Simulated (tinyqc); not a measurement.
# Two-band model of a narrow-gap semiconductor with electrons and holes, step by step

A worked calculation. Computed by tinyqc, a small Python program that keeps every step. Command: `OMP_NUM_THREADS=1 python tinyqc.py 3008833 3008834 out.jsonl bipolar walk`. One thread of a shared host (Intel(R) Xeon(R) Processor @ 2.30GHz), about 0.06 s of CPU time with the checks. Intermediate numbers are printed to about 5 digits and carried at full precision; extremes and crossings named in words are read from the listed rows.

Two parabolic bands with acoustic scattering (r = -1/2, a = 0), a gap that does not change with T, and fully ionised dopants. Melting is ignored, so values above the melting point are formal, and kappa_L does not change with T. eta_n = (E_F - E_c)/(k_B T), eta_p = -eta_n - E_g/(k_B T).

Inputs (values chosen for the exercise, for a model material):

| quantity | value | unit |
|---|---|---|
| electron mass m_n | 0.17 | m_0 |
| hole mass m_p | 0.85 | m_0 |
| electron mobility parameter mu_300,n | 660 | cm^2/(V s) |
| hole mobility parameter mu_300,p | 230 | cm^2/(V s) |
| temperature exponent p | 1.5 | - |
| band gap E_g | 0.24 | eV |
| net doping N | 5.6e+18 | 1/cm^3 |
| lattice thermal conductivity kappa_L | 4.2 | W/(m K) |
| temperature T | 540 | K |

Doping: p-type.

Constants: k_B = 8.617333262e-05 eV/K; m_0 = 9.1093837015e-31 kg; k_B = 1.380649e-23 J/K; hbar = 1.054571817e-34 J s; e = 1.602176634e-19 C.

## Fermi level

With x = E/(k_B T), a = alpha k_B T (0 for a parabolic band), G = x (1 + a x), D = 1 + 2 a x and <y> = int y f (1 - f) dx, f = 1/(1 + exp(x - eta)): tau = tau_0 G^r/D; transport function s = G^(3/2 + r)/D^2; n = N_0 <G^(3/2)> with N_0 = (2 m k_B T)^(3/2)/(3 pi^2 hbar^3). Integrals over x = E/(k_B T) use 160 Gauss-Legendre points in u = sqrt(x) from 0 to sqrt(max(eta, 0) + 32). Neutrality: p - n = N, with n = N_0(m_n) <x^(3/2)> at eta_n and p = N_0(m_p) <x^(3/2)> at eta_p.

eta_n = -3.0960

eta_p = -2.0615

## Each band alone

sigma = e mu_0 N_0 <s> with mu_0 = e tau_0/m = mu_300 (T/300 K)^(-p); |S| = (k_B/e)(<x s>/<s> - eta); Lorenz number L = (k_B/e)^2 (<x^2 s>/<s> - (<x s>/<s>)^2); kappa_e = L sigma T; zT = S^2 sigma T/(kappa_L + kappa_e). Hall factor r_H = <x^(3/2)> <x^(1/2)>/<s>^2.

Partial coefficients:

| band | sigma (S/cm) | \|S\| (microvolt/K) | L (1e-8 V^2/K^2) | density (1/cm^3) | Hall factor |
|---|---|---|---|---|---|
| electrons | 6.1892 | 441.06 | 1.4934 | 1.8912e+17 | 1.1750 |
| holes | 65.301 | 355.23 | 1.5074 | 5.7891e+18 | 1.1697 |

The minority carriers have the larger |S|, since the Fermi level lies farther from their band; they carry 8.7 % of the conductivity.

## Both bands together

Both bands together (these totals replace the one-band zT): sigma = sigma_n + sigma_p; S = (sigma_p |S_p| - sigma_n |S_n|)/sigma; kappa_bip = (sigma_n sigma_p/sigma)(|S_n| + |S_p|)^2 T; kappa_e = (L_n sigma_n + L_p sigma_p) T; zT = S^2 sigma T/(kappa_L + kappa_e + kappa_bip); weak-field R_H = (r_p sigma_p^2/p - r_n sigma_n^2/n)/(e sigma^2), where the Hall factors r_n and r_p are <x^(3/2)> <x^(1/2)>/<s>^2.

conductivity sigma = 71.490 S/cm

Seebeck coefficient S = 286.29 microvolt/K

bipolar thermal conductivity = 0.19357 W/(m K)

kappa_e = 0.058146 W/(m K)

zT = 0.071076

Hall coefficient R_H = 0.76160 cm^3/C

The minority band lowers |S| from 355 to 286 microvolt/K, and bipolar flow adds 4.3 % of the thermal conductivity.

## The maximum of |S| and the Goldsmid-Sharp gap

T_max maximises |S| of the majority sign between 150 and 1200 K; the Goldsmid-Sharp estimate is E_g = 2 e |S_max| T_max.

T_max = 437.89 K

|S_max| = 316.68 microvolt/K

Goldsmid-Sharp gap = 0.27734 eV

estimate over true gap = 1.1556

The estimate is 1.16 times the true gap. The weighted-mobility ratio of majority to minority carriers, mu m^(3/2), is 3.90; a ratio above 1 delays the onset of bipolar conduction and raises the estimate.

## Against temperature

The formulas are those given above.

The same sample:

| T (K) | n (1/cm^3) | p (1/cm^3) | sigma (S/cm) | S (microvolt/K) | kappa_bip (W/(m K)) | zT | R_H (cm^3/C) |
|---|---|---|---|---|---|---|---|
| 150 | 5.0317e+09 | 5.6000e+18 | 395.94 | 200.53 | 6.6472e-08 | 5.5589e-02 | 1.2629 |
| 200 | 1.3646e+12 | 5.6000e+18 | 265.87 | 234.50 | 9.7912e-06 | 6.8261e-02 | 1.2778 |
| 250 | 4.5482e+13 | 5.6000e+18 | 193.85 | 261.57 | 2.0735e-04 | 7.7552e-02 | 1.2865 |
| 300 | 5.1915e+14 | 5.6005e+18 | 149.25 | 283.77 | 1.6575e-03 | 8.4430e-02 | 1.2905 |
| 350 | 3.1672e+15 | 5.6032e+18 | 119.60 | 301.53 | 7.5562e-03 | 8.9098e-02 | 1.2848 |
| 400 | 1.2929e+16 | 5.6129e+18 | 99.11 | 313.46 | 2.4080e-02 | 9.0919e-02 | 1.2530 |
| 500 | 1.0109e+17 | 5.7011e+18 | 75.77 | 305.90 | 1.2240e-01 | 8.0946e-02 | 0.9817 |
| 600 | 4.1454e+17 | 6.0145e+18 | 69.56 | 240.70 | 3.2691e-01 | 5.2680e-02 | 0.3617 |
| 750 | 1.6259e+18 | 7.2259e+18 | 81.66 | 115.09 | 6.6970e-01 | 1.6348e-02 | -0.2915 |
| 900 | 3.7770e+18 | 9.3770e+18 | 104.02 | 46.82 | 9.3494e-01 | 3.8880e-03 | -0.3499 |
| 1050 | 6.6997e+18 | 1.2300e+19 | 126.70 | 17.98 | 1.1619e+00 | 7.7201e-04 | -0.2790 |
| 1200 | 1.0253e+19 | 1.5853e+19 | 146.88 | 5.36 | 1.3784e+00 | 8.6579e-05 | -0.2132 |

Among the rows where S keeps the majority sign, zT is largest at 400 K and |S| at 400 K. Among these rows sigma is least at 600 K; at higher T thermal pairs outweigh the falling mobility. R_H changes sign between 600 and 750 K. kappa_bip reaches 1.38 W/(m K) at the last row, 0.328 times kappa_L.

Checks made by the program: neutrality (relative difference below 1e-10).
